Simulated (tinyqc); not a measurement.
# Random telegraph noise from one oxide trap in a small MOSFET: what changes with what

An acceptor-like trap exchanges electrons with the channel. Inversion charge Q = Cox u, u = n Vt W0(exp((Vg - VT)/(n Vt))), W0 the Lambert function, n = nf, Cox = eps0 eox/tox; linear regime Id = (W/L) mu Q Vd. Relative to threshold the surface potential rises by Vt ln(u/u0) and the oxide voltage by the rest of Vg - VT, with u0 = n Vt W0(1).

Inputs (values chosen for the exercise); values of the order met in silicon transistors:
- T = 300 K (temperature)
- eox = 8.76 (relative permittivity of the gate insulator (close to aluminium oxide))
- tox = 3.1 nm (insulator thickness)
- xt = 0.85 nm (depth of the trap from the channel interface)
- E0 = 0.14 eV (trap level above the channel Fermi level at threshold)
- s0 = 1e-17 cm^2 (capture prefactor)
- EB = 0.31 eV (capture barrier (lattice relaxation))
- lt = 0.1 nm (tunnelling decay length)
- vth = 1.3e7 cm/s (thermal velocity)
- zi = 2.4 nm (thickness of the inversion layer)
- VT = 0.47 V (threshold voltage)
- nf = 1.2 (body factor)
- W = 22 nm (gate width)
- L = 70 nm (gate length)
- mu = 200 cm^2/(V s) (mobility)
- asc = 0 V s (scattering coefficient of the charged trap)
- Vd = 0.05 V (drain voltage)
- Vg = 0.82 V (gate voltage)

Constants: q = 1.602176634e-19 C, kB = 1.380649e-23 J/K, Vt = kB T/q, eps0 = 8.8541878128e-14 F/cm where lengths are in cm. Results are converted to the units shown.

Each table varies one quantity; the others keep the values above.

## Time constants and noise against gate voltage

N = Cox u/q; dpsi = Vt ln(u/u0); E = E0 - dpsi - (xt/tox)(Vg - VT - dpsi); capture time tc = 1/[(N/zi) vth s0 exp(-xt/lt - EB/Vt)]; emission time te = tc exp(-E/Vt); occupancy te/(tc + te). A = W L; threshold step dV = q (1 - xt/tox)/(Cox A); gm/Id = 1/(u + n Vt); relative step dI/I = (gm/Id) dV + asc mu/A. fc = (1/tc + 1/te)/(2 pi); rms = (dI/I) sqrt(tc te)/(tc + te).

Result of one run:
```
Vg (V),E (eV),tc (s),te (s),occupancy,dI/I (%),fc (Hz),rms dI/I (%)
0.8,-0.001276,0.3556,0.3736,0.5123,1.024,0.8735,0.5120
```

What becomes of these results when the gate voltage Vg is changed from 0.8 to 0.62 V, all else the same?

Result of the changed run:
```
Vg (V),E (eV),tc (s),te (s),occupancy,dI/I (%),fc (Hz),rms dI/I (%)
0.62,0.06438,0.8478,0.07027,0.07653,2.131,2.453,0.5666
```

The whole series:
```
Vg (V),E (eV),tc (s),te (s),occupancy,dI/I (%),fc (Hz),rms dI/I (%)
0.56,0.09040,1.412,0.04277,0.02940,3.098,3.834,0.5233
0.62,0.06438,0.8478,0.07027,0.07653,2.131,2.453,0.5666
0.68,0.04108,0.5887,0.1201,0.1695,1.586,1.595,0.5951
0.74,0.01939,0.4452,0.2103,0.3208,1.249,1.114,0.5831
0.8,-0.001276,0.3556,0.3736,0.5123,1.024,0.8735,0.5120
0.86,-0.02124,0.2950,0.6707,0.6945,0.8652,0.7769,0.3985
0.92,-0.04068,0.2514,1.213,0.8283,0.7472,0.7642,0.2818
0.98,-0.05975,0.2188,2.206,0.9098,0.6567,0.7997,0.1881
1.04,-0.07851,0.1934,4.031,0.9542,0.5852,0.8624,0.1223
```

tc falls from 1.41 to 0.193 s as the channel fills and te rises from 0.0428 to 4.03 s; they are equal at Vg = 0.796 V, where E = 0. The rms noise goes from 0.523 through a maximum of 0.595 (at Vg = 0.68 V among the rows listed) to 0.122 %. The slope -Vt d ln(tc/te)/dVg is 0.434 between the first two rows and 0.313 between the last two; it tends to xt/tox = 0.274 only when the surface potential stops moving.

## Effect of the gate length

Same model as above.

The same in every row: E (eV) = -0.007996; tc (s) = 0.3329; te (s) = 0.4536; occupancy = 0.5767; fc (Hz) = 0.8289.

Effect of the gate length:
```
L (nm),dI/I (%),rms dI/I (%)
15,4.505,2.226
25,2.703,1.336
41,1.648,0.8144
67,1.009,0.4984
110,0.6144,0.3036
180,0.3755,0.1855
300,0.2253,0.1113
500,0.1352,0.06678
```

As L goes from 15 to 500, tc stays at 0.333 s, te stays at 0.454 s and dI/I falls from 4.51 to 0.135 %. The step goes as 1/(W L), while the times do not depend on the size.

Range of the model: VT is taken as given; short-channel effects and the uneven flow of current among few electrons are left out.

Numbers from tinyqc (`OMP_NUM_THREADS=1 python tinyqc.py 2710039 2710040 out.jsonl`; about 0.01 s on one thread of a shared Intel Xeon 2.30GHz).
